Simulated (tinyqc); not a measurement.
Slater-Koster d bands of a bcc metal: one step. The block of one bond.

Slater-Koster d bands. For a bond with direction cosines (l, m, n) the 5 x 5 block is dds Ps + ddp Pp + ddd (1 - Ps - Pp), the projectors on sigma, pi and delta states about the bond; for instance <xy|xy> = 3 l^2 m^2 dds + (l^2 + m^2 - 4 l^2 m^2) ddp + (n^2 + l^2 m^2) ddd, <xy|yz> = 3 l m^2 n dds + l n (1 - 4 m^2) ddp + l n (m^2 - 1) ddd and <3z2-r2|3z2-r2> = (n^2 - (l^2 + m^2)/2)^2 dds + 3 n^2 (l^2 + m^2) ddp + (3/4)(l^2 + m^2)^2 ddd. H(k) sums the blocks times cos(k.R) over the neighbours; the d level is the zero of energy; k in 2 pi/a.

Parameters, chosen for this exercise (out of a larger set: of the size met in Mo; not measured data):
```
symbol  value   unit  meaning
dds     -1.396  eV    dd sigma
ddp     0.67    eV    dd pi
ddd     -0.14   eV    dd delta
```

Question. Direction (1,1,1)/sqrt3; its eigenvalues must be dds once, ddp twice and ddd twice.

Give: block.

Answer.

block (eV), rows xy, yz, zx, x2-y2, 3z2-r2 and columns alike:
$$\begin{pmatrix}
-0.3787 & -0.5087 & -0.5087 & 0 & -0.3118 \\
-0.5087 & -0.3787 & -0.5087 & -0.2700 & 0.1559 \\
-0.5087 & -0.5087 & -0.3787 & 0.2700 & 0.1559 \\
0 & -0.2700 & 0.2700 & 0.4000 & 0 \\
-0.3118 & 0.1559 & 0.1559 & 0 & 0.4000
\end{pmatrix}$$

Program tinyqc; command `OMP_NUM_THREADS=1 python tinyqc.py 1481968 1481969 out.jsonl`; about 0.03 s on one thread of a shared Intel(R) Xeon(R) Processor @ 2.30GHz.
